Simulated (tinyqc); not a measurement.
Worked calculation: plane-wave Kohn-Sham cycle with exchange-only LDA in a layered model solid. Computed by tinyqc, a small Python program that keeps every step. Settings: points = 16, plane-wave index or count = 2, electrons = 2, k points = 2, area = 28.0, mixing = 0.5, iteration cap = 66, Kerker q0 = 0.97. Command: `OMP_NUM_THREADS=1 python tinyqc.py 30364 30365 out.jsonl` (the two numbers bound the seeds that draw the settings). One thread of a shared host (Intel(R) Xeon(R) Processor @ 2.60GHz), about 0.02 s of CPU time with the checks. Later iterations appear only in the table of the cycle.

## Iteration 1: potential

A solid whose potential varies along x alone (atomic units):

| parameter | value |
|---|---|
| period a | 14.900000 |
| cross-section of the cell | 28.000000 |
| electrons per cell | 2 |
| grid points | 16 |
| plane waves -n..n, n | 2 |
| k points | 2 |
| V1 in V1 cos(2 pi x/a) | -0.720000 |

density at the start, on the grid x_j = j a/N (e/bohr^3): 0.00479386  0.00479386  0.00479386  0.00479386  0.00479386  0.00479386  0.00479386  0.00479386  0.00479386  0.00479386  0.00479386  0.00479386  0.00479386  0.00479386  0.00479386  0.00479386

V_H(G) = 4 pi rho(G)/G^2 for G != 0 (uniform background); v_x = -(3 rho/pi)^(1/3); V = V_ext + V_H + v_x; Fourier components f(G_m) = (1/N) sum_j f(x_j) exp(-i G_m x_j).

Potentials on the grid (hartree):

| x | V_ext | V_H | v_x | V |
|---|---|---|---|---|
| 0.000000 | -0.720000 | 0.000000 | -0.166042 | -0.886042 |
| 0.931250 | -0.665193 | 0.000000 | -0.166042 | -0.831236 |
| 1.862500 | -0.509117 | 0.000000 | -0.166042 | -0.675159 |
| 2.793750 | -0.275532 | 0.000000 | -0.166042 | -0.441574 |
| 3.725000 | 0 | 0.000000 | -0.166042 | -0.166042 |
| 4.656250 | 0.275532 | 0.000000 | -0.166042 | 0.109490 |
| 5.587500 | 0.509117 | 0.000000 | -0.166042 | 0.343074 |
| 6.518750 | 0.665193 | 0.000000 | -0.166042 | 0.499151 |
| 7.450000 | 0.720000 | 0.000000 | -0.166042 | 0.553958 |
| 8.381250 | 0.665193 | 0.000000 | -0.166042 | 0.499151 |
| 9.312500 | 0.509117 | 0.000000 | -0.166042 | 0.343074 |
| 10.243750 | 0.275532 | 0.000000 | -0.166042 | 0.109490 |
| 11.175000 | 0 | 0.000000 | -0.166042 | -0.166042 |
| 12.106250 | -0.275532 | 0.000000 | -0.166042 | -0.441574 |
| 13.037500 | -0.509117 | 0.000000 | -0.166042 | -0.675159 |
| 13.968750 | -0.665193 | 0.000000 | -0.166042 | -0.831236 |

V(G_m), m = 0, 1, 2, ... (hartree): -0.166042  -0.360000  0.000000  0.000000  0.000000

## Iteration 1: Hamiltonian at one k

k = 0.250000 2 pi / a

H(m,m') = (k + G_m)^2/2 delta + V(G_m - G_m'), with V(-G) = V(G).

H (hartree), lower triangle:
```
           -2         -1         +0         +1        +2
-2   0.106249
-1  -0.360000  -0.116030
+0   0.000000  -0.360000  -0.160485
+1   0.000000   0.000000  -0.360000  -0.027118
+2   0.000000   0.000000   0.000000  -0.360000  0.284071
```

## Iteration 1: levels at that k

Diagonalise the Hermitian matrix.

eigenvalues (hartree): -0.702619  -0.323886  0.066048  0.429907  0.617237

## Iteration 1: new density

Motion across x is left out: the lowest 1 band(s) hold two electrons at each of the k points (j + 1/2)/nk - 1/2. Residual R = rho(out) - rho(in); rho(new) = rho(in) + 0.5 R, with R(G) scaled by G^2/(G^2 + 0.97^2) (Kerker). rho(out) = 2/(a A nk) sum |psi|^2 with psi = sum c exp(i G x). Harris energy E = band energy - dV sum rho (V_H/2 + v_x) + (3/4) dV sum rho v_x with rho(in), dV = a A/N, band energy = (2/nk) sum of the filled levels.

rho(out) (e/bohr^3): 0.01989629  0.01636604  0.00883896  0.00279254  0.00036710  0.00001144  0.00000863  0.00000544  0.00002524  0.00000544  0.00000863  0.00001144  0.00036710  0.00279254  0.00883896  0.01636604

density after iteration 1 (e/bohr^3): 0.00718960  0.00634040  0.00469848  0.00377283  0.00390036  0.00435465  0.00461115  0.00470758  0.00474133  0.00470758  0.00461115  0.00435465  0.00390036  0.00377283  0.00469848  0.00634040

energy per cell = -1.32221661 hartree

## Iteration 2: potential

As before.

Potentials on the grid (hartree):

| x | V_ext | V_H | v_x | V |
|---|---|---|---|---|
| 0.000000 | -0.720000 | 0.068855 | -0.190061 | -0.841206 |
| 0.931250 | -0.665193 | 0.056622 | -0.182262 | -0.790833 |
| 1.862500 | -0.509117 | 0.028287 | -0.164934 | -0.645764 |
| 2.793750 | -0.275532 | 0.000272 | -0.153301 | -0.428561 |
| 3.725000 | 0 | -0.017628 | -0.155010 | -0.172638 |
| 4.656250 | 0.275532 | -0.026070 | -0.160808 | 0.088654 |
| 5.587500 | 0.509117 | -0.029515 | -0.163906 | 0.315697 |
| 6.518750 | 0.665193 | -0.030824 | -0.165040 | 0.469329 |
| 7.450000 | 0.720000 | -0.031143 | -0.165434 | 0.523424 |
| 8.381250 | 0.665193 | -0.030824 | -0.165040 | 0.469329 |
| 9.312500 | 0.509117 | -0.029515 | -0.163906 | 0.315697 |
| 10.243750 | 0.275532 | -0.026070 | -0.160808 | 0.088654 |
| 11.175000 | 0 | -0.017628 | -0.155010 | -0.172638 |
| 12.106250 | -0.275532 | 0.000272 | -0.153301 | -0.428561 |
| 13.037500 | -0.509117 | 0.028287 | -0.164934 | -0.645764 |
| 13.968750 | -0.665193 | 0.056622 | -0.182262 | -0.790833 |

V(G_m), m = 0, 1, 2, ... (hartree): -0.165376  -0.340542  0.003345  -0.000857  -0.000183

## Iteration 2: Hamiltonian at one k

k = 0.250000 2 pi / a

As before.

H (hartree), lower triangle:
```
           -2         -1         +0         +1        +2
-2   0.106915
-1  -0.340542  -0.115363
+0   0.003345  -0.340542  -0.159819
+1  -0.000857   0.003345  -0.340542  -0.026452
+2  -0.000183  -0.000857   0.003345  -0.340542  0.284738
```

## Iteration 2: levels at that k

As before.

eigenvalues (hartree): -0.666178  -0.306632  0.061207  0.409451  0.592171

## Iteration 2: new density

As before.

rho(out) (e/bohr^3): 0.01973275  0.01627777  0.00888190  0.00287951  0.00040942  0.00001310  0.00000639  0.00000507  0.00002273  0.00000507  0.00000639  0.00001310  0.00040942  0.00287951  0.00888190  0.01627777

density after iteration 2 (e/bohr^3): 0.00903594  0.00759443  0.00476741  0.00308364  0.00318272  0.00391700  0.00438391  0.00458039  0.00464689  0.00458039  0.00438391  0.00391700  0.00318272  0.00308364  0.00476741  0.00759443

energy per cell = -1.25392723 hartree

## Convergence

Stop when sqrt(dV sum R^2) is below 1e-8, dV = a A/N.

Course of the cycle:

| iteration | E (hartree) | norm of the residual |
|---|---|---|
| 1 | -1.32221661 | 1.39e-01 |
| 2 | -1.25392723 | 1.21e-01 |
| 3 | -1.19624214 | 1.07e-01 |
| 4 | -1.14843039 | 9.56e-02 |
| 5 | -1.10897019 | 8.59e-02 |
| 6 | -1.07642470 | 7.75e-02 |
| 7 | -1.04957862 | 7.03e-02 |
| 8 | -1.02743047 | 6.38e-02 |
| 9 | -1.00915978 | 5.81e-02 |
| 10 | -0.99409436 | 5.29e-02 |
| 11 | -0.98168200 | 4.82e-02 |
| ... | ... | ... |
| 56 | -0.92686339 | 6.15e-04 |
| 57 | -0.92686566 | 5.58e-04 |
| 58 | -0.92686770 | 5.06e-04 |
| 59 | -0.92686952 | 4.59e-04 |
| 60 | -0.92687113 | 4.16e-04 |
| 61 | -0.92687256 | 3.78e-04 |
| 62 | -0.92687382 | 3.43e-04 |
| 63 | -0.92687493 | 3.11e-04 |
| 64 | -0.92687590 | 2.82e-04 |
| 65 | -0.92687675 | 2.56e-04 |
| 66 | -0.92687749 | 2.32e-04 |

Not converged within 66 iterations: the residual falls steadily but slowly, by a factor of about 0.91 a step. Reruns (cap 100 unless said): mixing 0.1: not converged; mixing 0.5, Kerker q0 1.0: not converged; mixing 0.3, Pulay depth 5: converged in 12 (E = -0.92688); the original settings with a cap of 400: converged in 172 (E = -0.92688).
